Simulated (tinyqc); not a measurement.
Inside a calculation. Model: frequency dispersion of an accumulation capacitance by border traps, distributed model.

tinyqc, about 0.6 s, one thread, Intel Xeon 2.30GHz (shared host): `OMP_NUM_THREADS=1 python tinyqc.py 2202164 2202165 out.jsonl` Printed values are rounded.

Traps spread evenly through the insulator exchange electrons with the semiconductor by tunnelling, with tau(x) = t0 exp(2 ka x) at depth x from the interface. The admittance per area Y seen at depth x obeys dY/dx = -Y^2/(i w eps0 eox) + q Nb ln(1 + i w tau)/tau, with Y(0) = i w Cs and w = 2 pi f; the gate sees Y(tox) = G + i w C. Working variable y = Y/(i w), in uF/cm^2. Cox = eps0 eox/tox.

Parameters, values chosen for the exercise; permittivity close to that of aluminium oxide:
- eox = 8.24 (relative permittivity of the insulator)
- tox = 9.7 nm (insulator thickness)
- Cs = 5 uF/cm^2 (semiconductor capacitance in accumulation)
- Nb = 8.6e18 cm^-3 eV^-1 (density of border traps)
- ka = 5.9 1/nm (decay constant of the wave function in the insulator)
- t0 = 3e-10 s (time constant of a trap at the interface)
- f = 1e5 Hz (frequency)
- xe = 1.2 nm (depth down to which the steps are taken)

Constants: q = 1.602176634e-19 C, eps0 = 8.8541878128e-14 F/cm where lengths are in cm. Results are converted to the units shown.

## Scales and lumped estimate

Cox; trap-free value 1/(1/Cox + 1/Cs); response depth d = ln(1/(w t0))/(2 ka), where w tau = 1; lumped estimate: all traps within d act as C_bt = q Nb d placed at d/2, so C = 1/{1/[1/(1/Cs + d/(2 eps0 eox)) + C_bt] + (tox - d/2)/(eps0 eox)}.

Cox = 0.7521496 uF/cm^2
trap-free C = 0.6537987 uF/cm^2
d = 0.7268166 nm
C_bt = 0.1001460 uF/cm^2
lumped C = 0.6564153 uF/cm^2

The traps within reach amount to 0.0200 Cs and lie in the first 7.49 % of the insulator.

## Midpoint steps through the active depth

In terms of y: dy/dx = -y^2/(eps0 eox) + s(x), s = q Nb ln(1 + z)/z, z = i w tau. 8 midpoint steps of h = xe/8: y_half = y + (h/2) y'(x, y), y(new) = y + h y'(x + h/2, y_half).

| point | x (nm) | s (uF/(cm^2 nm)) | y (uF/cm^2) |
|---|---|---|---|
| 0 | 0 | 0.1377872-0.0000130i | 5.000000+0.000000i |
| 1 | 0.15 | 0.1377871-0.0000762i | 4.556139-0.000005i |
| 2 | 0.3 | 0.1377853-0.0004476i | 4.187216-0.000030i |
| 3 | 0.45 | 0.1377204-0.0026258i | 3.876074-0.000183i |
| 4 | 0.6 | 0.1355511-0.0150528i | 3.610339-0.001078i |
| 5 | 0.75 | 0.0964779-0.0525973i | 3.379358-0.005688i |
| 6 | 0.9 | 0.0257425-0.0366314i | 3.167844-0.012268i |
| 7 | 1.05 | 0.0047095-0.0115973i | 2.976179-0.013714i |
| 8 | 1.2 | 0.0008117-0.0028921i | 2.805298-0.012967i |

## Capacitance and conductance at the gate

y at xe = 2.805298-0.012967i uF/cm^2

Beyond xe the traps are ignored, so 1/y(tox) = 1/y(xe) + (tox - xe)/(eps0 eox); C = Re y, G/w = -Im y, loss tangent G/(w C).

y at the gate = 0.6572425-0.0007118i uF/cm^2
C = 0.6572425 uF/cm^2
G/w = 7.117715e-4 uF/cm^2
loss tangent = 0.001082966

A fine integration over the whole insulator gives C = 0.65694 and G/w = 7.351e-4 uF/cm^2; the coarse G/w is 3.2 % below that. The fine C is 0.48 % above the trap-free value, and the lumped estimate is 0.080 % below the fine result.
